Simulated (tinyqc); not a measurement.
Band offset from the macroscopic average of a supercell potential, step by step. Values are carried at full precision from step to step, so a last printed digit may differ when a step is redone from the rounded ones.

A model of the planar-averaged electrostatic energy of an electron in a periodic cell of N1 periods of A (L1 = N1 n1 h) and N2 periods of B (L2 = N2 n2 h), on z_j = j h: V(z) = f VA + (1 - f) VB + F t(z), VA = V1[0] + V1[1] cos(2 pi z/(n1 h)) + V1[2] cos(4 pi z/(n1 h)), VB the same with V2, n2 and z - L1. f = [tanh(z/w) - tanh((z - L1)/w) + tanh((z - L1 - L2)/w)]/2 + 1/2; t(z) = z - L1/2 in A and (L1/L2)(L1 + L2/2 - z) beyond, so that the cell is periodic.

Constants: e^2/(4 pi eps0) = 14.39964547 eV angstrom.

Inputs chosen for the exercise (gaps near those of Si and Ge; not measured data): h = 0.3 angstrom (grid step); n1 = 6 (grid points per period of A); n2 = 7 (grid points per period of B); N1 = 4 (periods of A); N2 = 5 (periods of B); V1 = (-10.96, 1.54, -0.89) eV (mean and two harmonics of the potential in A); V2 = (-8.94, 2.88, -0.58) eV (the same in B); w = 0.39 angstrom (width of the interfaces); F = 0 eV/angstrom (slope in A from opposite charges on the two interfaces); Ev1 = 5.73 eV (valence top of bulk A above its mean potential); Eg1 = (0.63, 1.19) eV (gap of A: semi-local value, corrected value); fv1 = 0.21 (share of the correction that lowers the valence top of A); Ev2 = 4.52 eV (valence top of bulk B above its mean potential); Eg2 = (0.1, 0.77) eV (gap of B: semi-local value, corrected value); fv2 = 0.32 (the same share for B); eps = 9.7 (dielectric constant at the interface).

## The planar average

Evaluate V on the grid, j = 0, 1, ...

V(z_j) (eV): [-11.103, -9.624, -11.097, -13.324, -11.276, -9.745, -10.310, -9.745, -11.285, -13.390, -11.285, -9.745, -10.310, -9.745, -11.285, -13.390, -11.285, -9.745, -10.310, -9.745, -11.286, -13.375, -11.187, -9.262, -8.475, -7.498, -9.156, -11.911, -11.895, -9.059, -7.016, -6.640, -7.015, -9.058, -11.896, -11.896, -9.058, -7.015, -6.640, -7.015, -9.058, -11.896, -11.896, -9.058, -7.015, -6.640, -7.015, -9.058, -11.896, -11.896, -9.058, -7.015, -6.640, -7.016, -9.059, -11.892, -11.890, -9.249, -7.770]

## Running means

Running mean over n points, periodic: for odd n the plain mean of the n points centred on j; for even n the n + 1 points with half weight at both ends. The macroscopic average applies the mean over n1 points and then over n2 points.

Apply the first mean, then the second.

after the mean over n1 points (eV): [-10.242, -10.530, -10.863, -10.962, -10.906, -10.932, -10.953, -10.959, -10.960, -10.960, -10.960, -10.960, -10.960, -10.960, -10.960, -10.960, -10.960, -10.960, -10.959, -10.949, -10.901, -10.708, -10.368, -10.003, -9.704, -9.641, -9.683, -9.544, -9.351, -9.101, -8.685, -8.447, -8.684, -9.091, -9.292, -9.292, -9.091, -8.684, -8.447, -8.684, -9.091, -9.292, -9.292, -9.091, -8.684, -8.447, -8.684, -9.091, -9.292, -9.292, -9.091, -8.684, -8.447, -8.683, -9.105, -9.385, -9.820, -10.208, -10.188]

macroscopic average (eV): [-10.402, -10.557, -10.660, -10.770, -10.872, -10.934, -10.947, -10.947, -10.955, -10.959, -10.960, -10.960, -10.960, -10.960, -10.960, -10.960, -10.958, -10.950, -10.914, -10.829, -10.693, -10.513, -10.325, -10.144, -9.950, -9.756, -9.575, -9.387, -9.207, -9.071, -8.986, -8.950, -8.942, -8.940, -8.940, -8.940, -8.940, -8.940, -8.940, -8.940, -8.940, -8.940, -8.940, -8.940, -8.940, -8.940, -8.940, -8.940, -8.940, -8.940, -8.940, -8.942, -8.955, -9.031, -9.190, -9.405, -9.661, -9.925, -10.177]

Around the middle of B the first mean varies by 608 meV over five points and the second by 0 meV: one window removes only the period it matches.

## The potential line-up

Read the macroscopic average in the middle of each region, j = 12 and j = 41, and its slope in A by a central difference over two points each way.

plateau in A = -10.960 eV
plateau in B = -8.940 eV
dV = B - A = 2.020 eV
slope in A = 0.000 eV/angstrom

The plateaus are flat, so the line-up is well defined.

## Band offsets

dEv = Ev(A) - Ev(B) = Ev1 - (dV + Ev2); dEc = Ec(B) - Ec(A) = Eg2 - Eg1 - dEv. The correction of a gap, c = Eg[1] - Eg[0], lowers the valence top by fv c and leaves dV, a ground-state quantity, as it is. Type I: dEv and dEc of one sign; II: opposite signs; III: no overlap of the gaps.

Give the offsets with semi-local and with corrected band edges.

dEv, dEc, semi-local (eV): [-0.810, 0.280]

lowering of the valence tops of A and B (eV): [0.118, 0.214]

dEv, dEc, corrected (eV): [-0.713, 0.293]

The correction moves dEv by +0.10 eV and dEc by +0.01 eV; the type changes from III to II.

## The dipole behind the step

A step dV of the mean electron energy from A to B across an interface equals 4 pi (e^2/4 pi eps0) times a dipole per area p (in e angstrom per angstrom^2). For a change of 0.1 eV in dV, give the charge per area moved over 2 angstrom in a medium of dielectric constant eps: sigma = 0.1 eps/(4 pi (e^2/4 pi eps0) 2). 1 angstrom^-2 = 1e16 cm^-2.

|p| = 0.01116 e/angstrom
sigma = 2.68e+13 e/cm^2

With about 7e14 atoms per cm^2 in a plane (as on a silicon (100) face), 3.8 % of an electron per atom shifts the line-up by 0.1 eV.

## Checks

- Line-up in a cell of 14 + 14 periods without slope against V2[0] - V1[0] (eV): both 2.0200.

Run: tinyqc, `OMP_NUM_THREADS=1 python tinyqc.py 1850699 1850700 out.jsonl`; Intel(R) Xeon(R) Processor @ 2.30GHz, one thread, shared host; about 0.01 s of CPU time with all checks.
